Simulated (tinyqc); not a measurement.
Worked calculation: two-dimensional electron gas with Rashba and Dresselhaus coupling. Values are carried at full precision from step to step, so a last printed digit may differ when a step is redone from the rounded ones.

H = c k^2/m + al (ky sx - kx sy) + b1 (kx sx - ky sy) + gam kx ky (kx sy - ky sx), s the Pauli matrices, x = [100], c = hbar^2/2m0, b1 = gam (pi/L)^2 (hard walls). H = c k^2/m + B.s, so E = c k^2/m -/+ |B| and the lower state has its spin along -B.

Constants: hbar^2/2m0 = 3.80998211 eV angstrom^2; hbar = 6.58211957e-16 eV s.

Inputs chosen for the exercise (of the size met in InGaAs; shifted at random, so the results belong to these values and not to a real crystal):
- m = 0.0431 m0 (mass)
- al = 0.36 eV angstrom (Rashba constant)
- gam = 23.8 eV angstrom^3 (bulk Dresselhaus constant)
- L = 247 angstrom (width of the (001) well)
- n = 6.6 1e11/cm^2 (sheet density (one subband filled))
- phi = 15 degrees (angle of k from [100])

## Scales

b1; mean Fermi wave vector k0 = sqrt(2 pi n) (1e11/cm^2 = 1e-5/angstrom^2); E0 = c k0^2/m; b3 = gam k0^2/4; kR = al m/(2c) and ER = al kR/2, the shift and depth of a pure Rashba band.

b1 = 0.003850 eV angstrom
k0 = 0.020364 1/angstrom
E0 = 36.658 meV
b3 = 0.002467 eV angstrom
kR = 0.002036 1/angstrom
ER = 0.3665 meV

The ratio al/(b1 - b3) is 260.34; kR is 10.0 % of k0.

## Spin-orbit field at one point of the Fermi circle

k = k0 (cos phi, sin phi). Form B, the splitting 2|B| and the direction of the lower spin, atan2(-By, -Bx).

Bx, By (meV): [1.9601, -7.0530]

splitting = 14.6406 meV
direction of the lower spin = 105.5 degrees

## The matrix

H = [[E0, Bx - i By], [Bx + i By, E0]] in meV; diagonalise. Precession period h/(2|B|) = 2 pi hbar/(splitting).

H (meV), rows up, down and columns alike:
```
[[36.6581, 1.9601+7.0530i],
 [1.9601-7.0530i, 36.6581]]
```

levels (meV): [29.3378, 43.9784]

period = 0.282 ps

## The two wave vectors at the energy E0 along this direction

Solve c k^2/m -/+ |B(k)| = E0. The spin turns by (k_outer - k_inner) per length, so a half turn takes pi/(difference).

k (1/angstrom): outer 0.022495, inner 0.018430

difference = 0.004065 1/angstrom
length of a half turn = 77.28 nm

For linear terms alone the difference is (m/c)|B|/k, whatever the energy: every electron along this direction turns alike, the basis of the spin transistor. The cubic term makes it depend on density.

## Checks

- Difference of the Fermi wave vectors without Dresselhaus terms against al m/c: both 0.0040725.

(tinyqc, `OMP_NUM_THREADS=1 python tinyqc.py 1482547 1482548 out.jsonl`, Intel(R) Xeon(R) Processor @ 2.30GHz, 1 thread, shared host, about 0.01 s.)
